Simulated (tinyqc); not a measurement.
# Changing the ground-state phonon hbar omega_g

Model: configuration-coordinate model of a defect: Huang-Rhys factor and luminescence line shape. Computed by tinyqc, a small Python program. Command: `OMP_NUM_THREADS=1 python tinyqc.py 3029845 3029846 out.jsonl ccline sweep`. One thread of a shared host (Intel(R) Xeon(R) Processor @ 2.30GHz), about 0.04 s of CPU time with the checks.

Ground state E_g(Q) = (1/2) omega_g^2 Q^2; excited state E_e(Q) = E_0 + (1/2) omega_e^2 (Q - dQ)^2 with omega_e = omega_g and E_0 = E_ZPL. Q is mass-weighted; the dipole does not depend on Q (Condon approximation).

Inputs (values chosen for the exercise, for a model defect in a wide-gap host): zero-phonon energy E_ZPL = 2.59 eV; displacement dQ = 0.352 u^(1/2) angstrom; temperature T = 300 K.

Modes: equal frequencies in both states.

Constants: hbar^2/u = 4.18015928e-03 eV angstrom^2; k_B = 8.617333262e-05 eV/K.

Method:
- S = hbar omega dQ^2/(2 hbar^2/u) for each state; relaxation energy S hbar omega; absorption at E_0 + S_e hbar omega_e, emission at E_0 - S_g hbar omega_g; the Stokes shift is their difference.
- Overlaps <m_e|n_g> of harmonic-oscillator functions (Hermite recursion, positive leading coefficients) by a sum over an even grid (700 points from x = -9 to 9 + d for the small table, 1500 points from -16 to 16 + d for the thermal sums), with x = Q sqrt(omega_g/hbar), d = sqrt(2 S_g) and frequency ratio omega_e/omega_g.
- Initial levels m = 0..24 carry Boltzmann weights exp(-m hbar omega_e/k_B T), normalised; final levels n = 0..79; a line lies at E_ZPL + m hbar omega_e - n hbar omega_g with weight w_m <m|n>^2. Moments are taken over these weights without the E^3 factor; FWHM = 2 sqrt(2 ln 2) x standard deviation; the zero-phonon weight is the sum of w_m <m|m>^2.

One run for each value:
```
ground-state phonon hbar omega_g (meV)      S_g  Stokes shift (eV)  FWHM from the second moment (eV)  zero-phonon weight
17                                      0.25195            0.00857                           0.03566             0.51851
20                                      0.29641            0.01186                           0.04223             0.51221
25                                      0.37051            0.01853                           0.05347             0.49979
30                                      0.44461            0.02668                           0.06515             0.48524
36                                      0.53354            0.03841                           0.07981             0.46543
43                                      0.63728            0.05481                           0.09793             0.43982
52                                      0.77067            0.08015                           0.12298             0.40434
63                                      0.93369            0.11765                           0.15648             0.35948
```

Over the rows, S_g rises from 0.252 to 0.934 (exponent d ln y / d ln x about 1.0 throughout); Stokes shift (eV) rises from 0.00857 to 0.118 (exponent d ln y / d ln x about 2.0 throughout); FWHM from the second moment (eV) rises from 0.0357 to 0.156 (exponent d ln y / d ln x 1.0 between the first rows and 1.3 between the last). The exponent of S_g stays at 1: S goes as omega at fixed dQ.

Caution (all rows): for small S the spectrum is a set of resolved lines, and a Gaussian width has little meaning.
